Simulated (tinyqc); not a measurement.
Domain walls in a thin film with perpendicular anisotropy: Bloch, Neel and chiral walls, motion and stripe domains: one step, computed by the program tinyqc. Command: `OMP_NUM_THREADS=1 python tinyqc.py 3000859 3000860 out.jsonl mwall walk`. One thread of a shared host (Intel(R) Xeon(R) Processor @ 2.30GHz), about 0.01 s of CPU time with the checks.

One-dimensional wall: polar angle theta(x), azimuth phi of the moment in the wall (phi = 0 Neel, 90 degrees Bloch). mu_0 = 1.25663706212e-6 T m/A, gamma = 1.76085963023e11 rad/(s T).

Question. Velocity under current. Spin-orbit drive: B_SL = hbar theta_SH J/(2 e M_s t) acts as the field (pi/2) B_SL cos(phi). Steady state: v = (gamma Delta/alpha)(pi/2) B_SL cos(phi) = gamma Delta [B_D sin(phi) - (B_K/2) sin(2 phi)], B_K = 2 K_D/M_s, B_D = pi D/(2 M_s Delta); the root with phi between its rest value and 90 degrees; v saturates at v_D = gamma Delta B_D.

Inputs (values chosen for the exercise, for a model film):

| quantity | value | unit |
|---|---|---|
| saturation magnetisation M_s | 1300 | kA/m |
| DMI constant D | 0.044 | mJ/m^2 |
| thickness t | 0.76 | nm |
| damping alpha | 0.015 | - |
| current density J | 0.1 | 1e12 A/m^2 |
| spin Hall angle theta_SH | 0.24 | - |

Drive: spin-orbit torque.

K_D = 17.31905 kJ/m^3

width parameter Delta = 10.28092 nm

azimuth phi = 78.80886 degrees

Constants: hbar = 1.054571817e-34 J s; e = 1.602176634e-19 C.

Give: B_SL; azimuth in motion; velocity; saturation velocity v_D.

Answer.

B_SL = 7.994 mT

azimuth in motion = 89.66 degrees

velocity = 9.073 m/s

saturation velocity v_D = 9.362 m/s

v is 97 % of v_D: the wall has turned towards Bloch, where the torque loses its grip. Caution: pinning, heating and tilting of the wall are left out.
